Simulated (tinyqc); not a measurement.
# Programming of a floating-gate cell by Fowler-Nordheim tunnelling, step by step

tinyqc, about 0.02 s, one thread, Intel Xeon 2.30GHz (shared host): `OMP_NUM_THREADS=1 python tinyqc.py 2130143 2130144 out.jsonl` Printed values are rounded.

Per tunnel area the floating gate has Ctun = 3.9 eps0/tox to the channel (0 V) and Ccg to the control gate, Ct = Ctun/(1 - ag), no other coupling. With the threshold shift U = -Q/Ccg the field is F = ag (Vg - U)/tox, and dU/dt = J/Ccg. Fowler-Nordheim: J = A F^2 exp(-B/F), A = q^2/(16 pi^2 hbar mo phi) (times 1e14 for A/cm^2 with F in V/nm, emitter mass m0), B = (4/3) sqrt(mo/C) phi^1.5, C = hbar^2/(2 m0).

Parameters, values chosen for the exercise; oxide values close to those of silicon dioxide: tunnel barrier phi = 3.17 eV; tunnelling mass mo = 0.45 m0; tunnel oxide thickness tox = 9.7 nm; coupling ratio Ccg/Ct ag = 0.66; tunnel area ar = 1600 nm^2; threshold shift at the start Vt0 = -2.4 V; control-gate voltage Vg = 15.4 V; time step dt = 23 us; steps n = 11.

Constants: q = 1.602176634e-19 C, hbar = 1.054571817e-34 J s, m0 = 9.1093837015e-31 kg, eps0 = 8.8541878128e-14 F/cm where lengths are in cm, hbar^2/(2 m0) = 0.0380998212 eV nm^2. Results are converted to the units shown.

Range of the model: Programming fields of 10 MV/cm and more wear the oxide; trapping and the channel potential are ignored.

## Constants of the cell

A, B, Ccg = ag Ct, the starting field and current, K = A B ag/(Ccg tox), and the knee time t0 = exp(B/F(0))/K.

A = 1.08057e8 A cm^-2 (V/nm)^-2
B = 25.8626 V/nm
Ccg = 0.691045 uF/cm^2
F(0) = 1.21113 V/nm
J(0) = 0.0843514 A/cm^2
K = 2.75164e14 1/s
t0 = 6.82895 us
electrons for 1 V of shift = 69.0107

## Explicit time steps against the exact solution

U(new) = U + dt J(F(U))/Ccg. Exact: exp(B/F(t)) = exp(B/F(0)) + K t, K = A B ag/(Ccg tox), and U = Vg - tox F/ag.

| step | t (us) | F (V/nm) | J (A/cm^2) | U by steps (V) | U exact (V) |
|---|---|---|---|---|---|
| 0 | 0 | 1.21113 | 0.0843514 | -2.40000 | -2.40000 |
| 1 | 23 | 1.02011 | 0.00109746 | 0.40746 | -1.25043 |
| 2 | 46 | 1.01763 | 0.00102655 | 0.44399 | -0.84372 |
| 3 | 69 | 1.01530 | 9.64100e-4 | 0.47815 | -0.59665 |
| 4 | 92 | 1.01312 | 9.08681e-4 | 0.51024 | -0.42027 |
| 5 | 115 | 1.01106 | 8.59174e-4 | 0.54048 | -0.28369 |
| 6 | 138 | 1.00911 | 8.14682e-4 | 0.56908 | -0.17257 |
| 7 | 161 | 1.00727 | 7.74483e-4 | 0.59620 | -0.07910 |
| 8 | 184 | 1.00552 | 7.37985e-4 | 0.62197 | 0.00144 |
| 9 | 207 | 1.00384 | 7.04702e-4 | 0.64653 | 0.07210 |
| 10 | 230 | 1.00225 | 6.74229e-4 | 0.66999 | 0.13499 |
| 11 | 253 | 1.00072 | 6.46226e-4 | 0.69243 | 0.19160 |

The steps run ahead by 1660 mV after the first and 501 mV after the last, as each uses the larger current of its start; the step is 3.4 of the knee time t0. The overshoot lowers the field, so later steps gain less than the exact curve and the error ends smaller than after the first step.
